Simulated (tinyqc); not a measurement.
Lateral field, substrate current, probability of reaching the oxide barrier and hot-carrier lifetime of a silicon transistor (pseudo-two-dimensional and lucky-electron models). Which input was changed? Computed by tinyqc, a small Python program. Command: `OMP_NUM_THREADS=1 python tinyqc.py 3013134 3013135 out.jsonl hotcar which`. One thread of a shared host (Intel(R) Xeon(R) Processor @ 2.30GHz), about 0.04 s of CPU time with the checks.

Local-field models: a lucky carrier gains its energy at the peak field over a path free of collisions. Voltages are magnitudes.

Inputs (values chosen for the exercise, modelled on a silicon n-channel):
```
quantity,value,unit
channel length L,690,nm
oxide thickness t,13,nm
junction depth x_j,230,nm
mobility mu,350,cm^2/(V s)
saturation velocity v_s,0.81,1e7 cm/s
threshold voltage V_T,0.58,V
gate voltage V_G,5.4,V
drain voltage V_D,7.9,V
ionisation prefactor A_i,1.8e+06,1/cm
ionisation field B_i,1.77,MV/cm
hot-carrier mean free path lambda,8.4,nm
oxide barrier phi_b,3.1,eV
interface-trap threshold phi_it,3.6,eV
lifetime constant H,600,s microampere/micrometre
length of the depleted extension L_n,79,nm
```

Drain: lightly doped extension.

Constants: eps_0 = 8.8541878128e-12 F/m.

Method:
- C_ox = 3.9 eps_0/t; F_sat = 2 v_s/mu; V_Dsat = V_ov F_sat L/(V_ov + F_sat L), V_ov = V_G - V_T; I_D/W = C_ox v_s (V_ov - V_Dsat).
- Scale length l = 0.22 t^(1/3) x_j^(1/2) (all in cm); F_m = sqrt(((V_D - V_Dsat)/l_e)^2 + F_sat^2), with l_e = l + L_n; length of the velocity-saturated region l_e ln((V_D - V_Dsat)/(l_e F_sat) + F_m/F_sat).
- Substrate current I_sub/I_D = (A_i/B_i)(V_D - V_Dsat) exp(-B_i/F_m); probability of reaching the oxide barrier exp(-phi_b/(e lambda F_m)); lifetime tau = (H/(I_D/W)) exp(phi_it/(e lambda F_m)).
- V_10 solves tau = 3.156e8 s at the given V_G. The extrapolation fits ln(tau) against 1/V_D at 1, 1.08, 1.16 and 1.25 times the given V_D (rounded to 3 digits) by least squares and reads off the same tau.

Question. One of these inputs alone was changed, within the range given: gate voltage V_G (2.7 to 10.8); drain voltage V_D (3.95 to 15.8); hot-carrier mean free path lambda (4.2 to 16.8); threshold voltage V_T (0.29 to 1.16). Which one, and to what value?

Results:
```
run,drain current I_D/W (microampere/micrometre),substrate current I_sub/W (microampere/micrometre),ten-year drain voltage V_10 (V)
before,623.7567,12.89935,6.068049
after,352.6837,10.09520,5.887880
```

Answer.

Each candidate set to reproduce drain current I_D/W, and what it then gives:
```
candidate,range searched,value needed,substrate current I_sub/W (microampere/micrometre),ten-year drain voltage V_10 (V)
gate voltage V_G (V),2.7 to 10.8,3.830,10.095,5.8879
drain voltage V_D (V),3.95 to 15.8,no effect,-,-
hot-carrier mean free path lambda (nm),4.2 to 16.8,no effect,-,-
threshold voltage V_T (V),0.29 to 1.16,out of reach,-,-
```

Only gate voltage V_G fits every result: it went from 5.4 to 3.83 V. No other candidate reaches the first result within its range.
